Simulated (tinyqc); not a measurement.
Floating body of a partially depleted SOI transistor: body voltage and kink: two steps of the calculation.

Source at 0 V. Channel current Ic = 2 nf K Vt^2 [F(0) - F(Vd)](1 + la Vd), F(V) = ln^2(1 + exp((Vg - VT - nf V)/(2 nf Vt))), VT = VT0 - gb Vb. Saturation voltage Vs = 2 Vt sqrt(F(0)) + 3 Vt, excess Ve = (Vd - Vs + sqrt((Vd - Vs)^2 + 0.0004 V^2))/2, multiplication M1 = Ai Ve exp(-Bl/Ve). Each junction passes D(v) = J1 (exp(v/Vt) - 1) + J2 (exp(v/(2 Vt)) - 1). Bipolar current Ib = bb J1 (exp(Vb/Vt) - 1). The body settles where M1 (Ic + Ib) = D(Vb) + D(Vb - Vd) + Vb/Rb; drain current Id = (1 + M1)(Ic + Ib) - D(Vb - Vd).

Parameters, values chosen for the exercise; values of the order met in partially depleted silicon-on-insulator transistors: temperature T = 398 K; threshold at zero body voltage VT0 = 0.36 V; fall of the threshold per volt of body voltage gb = 0.16; slope factor nf = 1.21; gain factor per width K = 580 uA/(V^2 um); channel-length modulation factor la = 0.02 1/V; impact-ionisation prefactor Ai = 3.38 1/V; impact-ionisation voltage Bl = 7.1 V; diffusion saturation current of each junction J1 = 1.2e-8 uA/um; recombination saturation current of each junction J2 = 4.2e-6 uA/um; gain of the lateral bipolar transistor on the diffusion current bb = 0.5; resistance of a weak body tie to the source (1e9 stands for no tie, and the term is then dropped) Rb = 1e9 kohm um; gate voltage Vg = 0.74 V; drain voltage Vd = 2 V.

Constants: q = 1.602176634e-19 C, kB = 1.380649e-23 J/K, Vt = kB T/q. Results are converted to the units shown.

Task 1. New Vb. Current into the body I_in = M1 (Ic + Ib) - D(Vb - Vd), current out I_out = D(Vb) + Vb/Rb; f = ln(I_in/I_out), s = df/dVb by central differences over 1e-5 V, Vb(new) = Vb - f/s.

Vb at the start = 0.76 V

Find: Ic; Ve; M1; I_in; I_out; f; s; Vb after iteration 1.

Result 1.

Ic = 62.76 uA/um
Ve = 1.482 V
M1 = 0.04168
I_in = 3.667 uA/um
I_out = 50.72 uA/um
f = -2.627
s = -20.78 1/V
Vb after iteration 1 = 0.6336 V

Task 2. Drain current with floating and with grounded body. Id and VT at the converged Vb, Id at Vb = 0, their ratio, and the bipolar share Ib/(Ic + Ib).

converged Vb = 0.65796040 V

Find: VT; Id, floating; Id, grounded; ratio; bipolar share.

Result 2.

VT = 0.25473 V
Id, floating = 62.679 uA/um
Id, grounded = 38.330 uA/um
ratio = 1.6353
bipolar share = 2.1443 %

The body rises to 0.658 V and lowers the threshold by 105 mV.

Range of the model: The multiplication law is an empirical form chosen for the exercise; self-heating and capacitive coupling to the body are left out, and the linear laws are rough once Vb passes about 0.7 V or M1 about 0.1.

tinyqc, about 0.2 s, one thread, Intel Xeon 2.30GHz (shared host): `OMP_NUM_THREADS=1 python tinyqc.py 2182222 2182223 out.jsonl`
